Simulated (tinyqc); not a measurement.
Inside a calculation: donor level screened by free carriers (Yukawa potential). Values are carried at full precision from step to step, so a last printed digit may differ when a step is redone from the rounded ones.

Screening wave number: Debye ks^2 = 4 pi q n/(eps kB T); Thomas-Fermi ks^2 = 6 pi q n/(eps EF) with EF = c (3 pi^2 n/gv)^(2/3)/m, c = hbar^2/2m0; the two are joined by 1/ks^2 = sqrt(1/ks_D^4 + 1/ks_TF^4). 1e18/cm^3 = 1e-6/angstrom^3, q = e^2/(4 pi eps0).

Constants: e^2/(4 pi eps0) = 14.39964547 eV angstrom; kB = 8.617333262e-05 eV/K; hbar^2/2m0 = 3.80998211 eV angstrom^2; Ry = 13.60569312 eV; a0 (Bohr radius) = 0.5291772105 angstrom.

Parameters, chosen for this exercise (near those of a donor in 4H SiC, with one mean mass; not measured data):

| symbol | value | unit | meaning |
|---|---|---|---|
| m | 0.396 | m0 | mass |
| eps | 9.9 |  | dielectric constant |
| gv | 3 |  | valleys |
| T | 200 | K | temperature |
| n | 0.63 | x 1e18/cm^3 | free-carrier density |

## Units and screening length

Give Ry* = Ry m/eps^2, a* = a0 eps/m, EF, the three values of ks, and x = ks a*.

Ry* = 54.972 meV
a* = 13.23 angstrom
EF = 3.25 meV

ks: Debye, Thomas-Fermi, joined (1/angstrom): 0.02585  0.07286  0.02575

x = 0.3406

EF/kB T = 0.19, so the Debye value, the smaller one, controls the screening. n is an outside input: with a bare binding above 3 kB T many donors can hold their electrons at this temperature, the more so the higher n/Nc.

## One-parameter trial function

Potential -(q/(eps r)) exp(-ks r), q = e^2/(4 pi eps0). In units Ry* = Ry m/eps^2 and a* = a0 eps/m the problem is [-Laplacian - 2 exp(-x r)/r] psi = E psi with x = ks a*.

For exp(-z r): E(z) = z^2 - 8 z^3/(2z + x)^2 in Ry*. Scan z = 0.5, 0.6, ..., 1.1, then minimise; first order gives -1 + 2x.

Scan (Ry*):

| z | kinetic | potential | E |
|---|---|---|---|
| 0.5 | 0.2500 | -0.5564 | -0.3064 |
| 0.6 | 0.3600 | -0.7280 | -0.3680 |
| 0.7 | 0.4900 | -0.9057 | -0.4157 |
| 0.8 | 0.6400 | -1.0876 | -0.4476 |
| 0.9 | 0.8100 | -1.2727 | -0.4627 |
| 1.0 | 1.0000 | -1.4603 | -0.4603 |
| 1.1 | 1.2100 | -1.6496 | -0.4396 |

best z = 0.936
E = -0.4639 Ry*
binding = 25.50 meV

First order in x would give -0.319 Ry*, a rigid shift by q ks/eps; it overstates the loss of binding by 0.145 Ry*.

## Converged levels

Converged values use 18 functions exp(-z r), z = 1.55^i, i = -11 to 6: S = 2/A^3, H = z_i z_j S - 2/(A + x)^2, A = z_i + z_j.

The 1s and 2s levels and the mean radius.

1s = -0.4649 Ry*
binding = 25.55 meV
<r> = 21.7 angstrom
second root = 0.0000 Ry*

The trial function misses by 0.0010 Ry*. Screening leaves 46 % of the bare binding, 1.48 kB T. 2s is no longer bound (it unbinds at x = 0.310).

## Checks

- 1s at x = 0.5 against the known -0.29623 Ry*: both -0.29623.
- 1s at x = 0 against -1: both -1.00000.

Run: tinyqc, `OMP_NUM_THREADS=1 python tinyqc.py 1282608 1282609 out.jsonl`; Intel(R) Xeon(R) Processor @ 2.30GHz, one thread, shared host; about 0.01 s of CPU time with all checks.
